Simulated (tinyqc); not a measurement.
Scaling with the misfit: strain-driven roughening and islands of a mismatched epitaxial film. Computed by tinyqc, a small Python program. Command: `OMP_NUM_THREADS=1 python tinyqc.py 3021785 3021786 out.jsonl island walk`. One thread of a shared host (Intel(R) Xeon(R) Processor @ 2.30GHz), about 0.01 s of CPU time with the checks.

Film and substrate share isotropic elastic constants; the film is coherent and biaxially strained.

Inputs (values chosen for the exercise, for a model film): misfit |f| = 0.038; shear modulus G = 50.3 GPa; Poisson ratio nu = 0.3; surface energy gamma = 0.604 J/m^2; contact angle of the shallow shape theta_1 = 8.68 degrees; contact angle of the steep shape theta_2 = 23 degrees; facet energy of shape 1 over gamma = 0.9986; facet energy of shape 2 over gamma = 1.003; surface mobility D_s nu_s Omega^2/(k_B T) = 5.1e-34 m^6/(J s).

Transport: surface diffusion.

Constants: e = 1.602176634e-19 C.

Method:
- M = 2 G (1 + nu)/(1 - nu); stress = M f; energy density w = M f^2.
- A ripple A cos(k x) has the surface chemical potential per volume [gamma k^2 - 2 (1 + nu) w k] A cos(k x), so k_c = 2 (1 + nu) w/gamma. With surface diffusion the amplitude grows at the rate q = B k^2 [2 (1 + nu) w k - gamma k^2], fastest at k_m = (3/4) k_c. B is the surface mobility.
- Shallow faceted island (Tersoff form): E = 4 Gam V^(2/3) tan^(1/3)(theta) - 6 c V tan(theta), Gam = gamma [x/sin(theta) - 1/tan(theta)], x the facet energy over gamma, c = stress^2 (1 - nu)/(2 pi G).
- The barrier is the maximum of E, at V_c = [4 Gam/(9 c)]^3 / tan^2(theta) (1 GPa nm = 1 J/m^2).
- V_c = [4 Gam/(9 c)]^3/tan^2(theta), barrier = (4/3) Gam V_c^(2/3) tan^(1/3)(theta); the growth time is 1/q at k_m.

fastest wavelength = 7.21393 nm

growth time 1/q at k_m = 0.0169232 s

critical volume, shape 1 = 0.176363 nm^3

barrier, shape 1 = 0.0562808 eV

Misfit scaled at fixed constants:
```
|f| (%)  fastest wavelength (nm)  growth time (s)  V_c of shape 1 (nm^3)  barrier of shape 1 (eV)
0.95                      115.42       1.1091e+03             7.2238e+02               1.4408e+01
1.33                       58.89       7.5151e+01             9.5940e+01               3.7505e+00
1.90                       28.86       4.3323e+00             1.1287e+01               9.0049e-01
2.66                       14.72       2.9356e-01             1.4991e+00               2.3441e-01
3.80                        7.21       1.6923e-02             1.7636e-01               5.6281e-02
5.32                        3.68       1.1467e-03             2.3423e-02               1.4650e-02
```

What follows from these numbers?

Halving the misfit stretches the wavelength 4 times, the barrier 16 times, the volume 64 times and the time 256 times: f^(-2), f^(-4), f^(-6), f^(-8). Over these rows the time spans 6.0 decades: strongly mismatched films tend to roughen first, while dilute alloys have time to stay flat. Rows with wavelengths under 10 nm or volumes under 5 nm^3 are beyond the continuum picture. Caution: a wavelength of a few nanometres is at the limit of continuum theory, where steps and facets rule. Caution: a critical volume below 1 nm^3 holds fewer than a hundred atoms, so a continuum barrier there has no physical meaning.

Extremes, crossings and ranges named in words are read from the listed rows.
